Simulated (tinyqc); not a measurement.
Electroplating on a thin resistive seed layer: kinetics, Wagner number and the terminal effect across a wafer: one step, computed by the program tinyqc. Command: `OMP_NUM_THREADS=1 python tinyqc.py 3120043 3120044 out.jsonl terminal walk`. One thread of a shared host (Intel(R) Xeon(R) Processor @ 2.30GHz), about 0.02 s of CPU time with the checks.

Current enters the seed at the rim. The bath is treated as a local resistance per area (no lateral flow in the liquid), two electrons per ion, molar volume 7.11 cm^3/mol, Faraday constant F = e N_A, kinematic viscosity 0.01 cm^2/s, omega = 2 pi x rpm/60; k_B T/e is in volts.

Task: Rate, limit and resistances. Growth rate = i V_m/(2 F). Levich limit i_L = 0.62 x 2 F D^(2/3) omega^(1/2) nu^(-1/6) c. Tafel overpotential eta = (k_B T/(alpha e)) ln(i/i_0); kinetic resistance k_B T/(alpha e i); bath resistance h/kappa + plate; R_s = resistivity/t; Wagner number = kinetic resistance x kappa/R.

Inputs (values chosen for the exercise, of the order of those for copper plating from an acid sulfate bath):
```
quantity                               value         unit
wafer radius R                            15           cm
seed thickness t                          54           nm
seed resistivity                          13  microohm cm
bath conductivity kappa                 0.12         S/cm
gap to the anode h                       8.6           cm
extra resistance of a porous plate         0     ohm cm^2
exchange current density i_0            0.59      mA/cm^2
cathodic transfer coefficient alpha     0.67            -
mean current density                     5.4      mA/cm^2
diffusivity of the metal ion         5.9e-06       cm^2/s
metal ion concentration                 0.59        mol/L
rotation rate                             30          rpm
temperature T                            298            K
```

Constants: e = 1.602176634e-19 C; N_A = 6.02214076e+23 1/mol; k_B = 8.617333262e-05 eV/K.

Give: growth rate; limiting current i_L; overpotential; kinetic resistance; bath resistance R_b; sheet resistance R_s; Wagner number.

Result:

growth rate = 119.4 nm/min

limiting current i_L = 88.01 mA/cm^2

overpotential = 84.86 mV

kinetic resistance = 7.098 ohm cm^2

bath resistance R_b = 71.67 ohm cm^2

sheet resistance R_s = 2.407 ohm/square

Wagner number = 0.05678
